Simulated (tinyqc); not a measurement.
# Elastic strain and critical thickness of a cubic alloy layer A(1-x)B(x) on a thick substrate, step by step

A worked calculation. Computed by tinyqc, a small Python program that keeps every step. Command: `OMP_NUM_THREADS=1 python tinyqc.py 3031419 3031420 out.jsonl misfit walk`. One thread of a shared host (Intel(R) Xeon(R) Processor @ 2.30GHz), about 0.01 s of CPU time with the checks. Intermediate numbers are printed to about 6 digits and carried at full precision; extremes and crossings named in words are read from the listed rows.

Strain is positive in tension. The layer is coherent with the substrate unless said otherwise.

Inputs (values chosen for the exercise, modelled on Ge(1-x)Si(x) on Ge):
```
quantity,value,unit
fraction x of B,0.085,-
lattice constant a_A,5.658,angstrom
lattice constant a_B,5.431,angstrom
substrate lattice constant a_S,5.658,angstrom
layer thickness h,7.4,nm
biaxial modulus of the substrate M_S,137,GPa
substrate thickness t_S,525,micrometre
wafer diameter W,300,mm
X-ray wavelength,1.540593,angstrom
start of the iteration h0/b,20,-
```

Growth plane: (001). Layer: buried under a thick cap. Misfit dislocation: 60-degree.

C11, C12, C44 of A (GPa): [128.9, 48.86, 65.77]

C11, C12, C44 of B (GPa): [163.4, 64.81, 79.37]

## Alloy by Vegard's rule, and misfit

a = (1 - x) a_A + x a_B, the same rule for each C_ij; misfit f = (a_S - a)/a, the in-plane strain of the coherent layer.

free lattice constant a = 5.638705 angstrom

elastic constants (GPa): C11 131.833, C12 50.216, C44 66.926

misfit f = 0.00342188

The layer is stretched in the plane by 0.34 %.

## Biaxial strain, stress and energy

(001): D = 2 C12/C11, M = C11 + C12 - 2 C12^2/C11. The free surface carries no normal stress, so e_perp = -D f; dV/V = 2 f + e_perp; stress = M f; energy per area = M f^2 h (1 GPa nm = 1 J/m^2).

ratio D = 0.761811

normal strain e_perp = -0.00260683

volume strain dV/V = 0.00423694

biaxial modulus M = 143.793 GPa

in-plane stress = 0.492044 GPa

strain energy per area = 0.0124595 J/m^2

## Symmetric X-ray reflection

Reflection 004: d = a_perp/sqrt(16), with a_perp = a (1 + e_perp) for the coherent layer, a for the relaxed layer and a_S for the substrate; sin(theta) = lambda/(2 d).

Bragg angles:
```
crystal,a_perp (angstrom),theta (degrees),from substrate (arcsec)
substrate,5.65800,32.9954,0.000
coherent layer,5.62401,33.2205,810.550
relaxed layer,5.63870,33.1228,458.612
```

peak separation of the coherent layer = 810.550 arcsec

The coherent layer lies 1.77 times as far from the substrate peak as a relaxed one, about 1 + D = 1.76: reading its peak as relaxed would overstate the mismatch by that factor.

## Isotropic constants and the prefactor A

Voigt averages: G = (C11 - C12 + 3 C44)/5, B = (C11 + 2 C12)/3, nu = (3 B - 2 G)/(2 (3 B + G)); b = a/sqrt(2). The 60-degree dislocation has cos alpha = 1/2, and cos lambda = 1/2 on (001). Matthews-Blakeslee: h_c = A [ln(h_c/b) + 1], A = b (1 - nu cos^2 alpha)/(4 pi |f| (1 + nu) cos lambda), the factor 4 pi being that of a buried layer, with a dislocation at both interfaces.

shear modulus G = 56.47895 GPa

Poisson ratio nu = 0.206596

Burgers vector b = 0.398717 nm

prefactor A = 14.5756 nm

## Critical thickness by fixed-point iteration

Start at h0, put the right side back in, and stop when the change is below 1e-9 h or h turns negative.

Iteration:
```
step,h in (nm),h out (nm),change (nm)
1,7.9743,58.2402,5.02659e+01
2,58.2402,87.2216,2.89814e+01
3,87.2216,93.1083,5.88673e+00
4,93.1083,94.0603,9.51957e-01
5,94.0603,94.2085,1.48267e-01
6,94.2085,94.2315,2.29574e-02
7,94.2315,94.2350,3.55146e-03
8,94.2350,94.2356,5.49324e-04
9,94.2356,94.2357,8.49653e-05
10,94.2357,94.2357,1.31417e-05
11,94.2357,94.2357,2.03266e-06
12,94.2357,94.2357,3.14395e-07
13,94.2357,94.2357,4.86280e-08
```

critical thickness h_c (Matthews-Blakeslee) = 94.2357 nm

Converged; near the root each step shrinks the error by A/h_c = 0.155. h_c is 236.3 Burgers vectors.

## Equilibrium strain at the thickness h

For h > h_c the same force balance gives the strain left, |e| = |f| A [ln(h/b) + 1]/h, and below h_c e = f; relaxation = 1 - e/f; dislocations per length across each line direction = (|f| - |e|)/(b cos lambda).

strain left e = 0.00342188

relaxation = 0 %

dislocation line density = 0 1/micrometre

h is 0.08 h_c: the coherent layer is stable.

## Wafer curvature of the coherent layer

Stoney: curvature = 6 |stress| h/(M_S t_S^2); radius = 1/curvature; bow = curvature W^2/8.

curvature = 5.78559e-04 1/m

radius of curvature = 1728.43 m

bow = 6.50879 micrometre

## Force balance against energy balance

People-Bean: h_c = P ln(h_c/b), P = (1 - nu)/(1 + nu) b^2/(16 pi sqrt(2) a f^2). The misfit is scaled by 0.25, 0.4, 0.6, 1, 1.5, 2.2 at fixed a, b and nu; the upper root is taken, and rows with A < 1.3 b or P < 3 b, where the roots shrink to the core size or vanish, are left out.

Critical thickness:
```
|f| (%),Matthews-Blakeslee (nm),People-Bean (nm),ratio
0.085547,470.720,41138.7,87.3953
0.136875,274.555,14630.7,53.2887
0.205313,171.623,5945.4,34.6423
0.342188,94.236,1884.4,19.9971
0.513283,58.129,745.8,12.8295
0.752815,36.562,305.6,8.3597
```

The exponents d ln h_c/d ln f are -1.15 and -2.20 between the first rows, steeper than the -1 and -2 of the prefactors because of the logarithm. The ratio falls from 87.4 to 8.36 as the misfit grows. Where People-Bean lies above, a layer between the lines is metastable: dislocations would lower the energy but have to be nucleated. People-Bean has no form for a buried layer.

Checks made by the program: D and M against the full stiffness tensor (relative difference below 1e-10); h_c against the Lambert function, -A W_(-1)(-b/(A e)) (relative difference below 1e-10).
